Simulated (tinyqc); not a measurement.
# Gate work function from the charge

Question. For an undoped double gate, Q = 8 eps0 eps_r Vt beta tan(beta)/ts with 0 < beta < pi/2, and at the source (Vg - dphi)/(2 Vt) - ln[(2/ts) sqrt(2 eps0 eps_r Vt/(q ni))] = ln(beta) - ln(cos beta) + 2 r beta tan(beta), r = eps_r tox/(eox ts). Find beta and dphi.

Values chosen for this exercise; material values close to those of silicon: temperature T = 250 K; relative permittivity of the semiconductor eps_r = 11.6; relative permittivity of the gate insulator eox = 7.15; insulator thickness tox = 4.4 nm; body thickness ts = 5 nm; gate voltage Vg = 0.77 V.

Constants: q = 1.602176634e-19 C, kB = 1.380649e-23 J/K, Vt = kB T/q, eps0 = 8.8541878128e-14 F/cm where lengths are in cm. Results are converted to the units shown.

Qs = 564.38628 nC/cm^2
ni = 1.7076173e8 cm^-3

Solution. beta tan(beta) rises from 0 without bound on the interval, so the charge fixes beta; the second relation is then explicit in dphi. At this charge the surface density passes 0.3 Nc, so the classical Boltzmann model is only formal.

beta = 1.007
dphi = 0.03000 V

Program tinyqc, `OMP_NUM_THREADS=1 python tinyqc.py 2440143 2440144 out.jsonl`; Intel Xeon 2.30GHz, shared host, one thread, about 0.02 s.
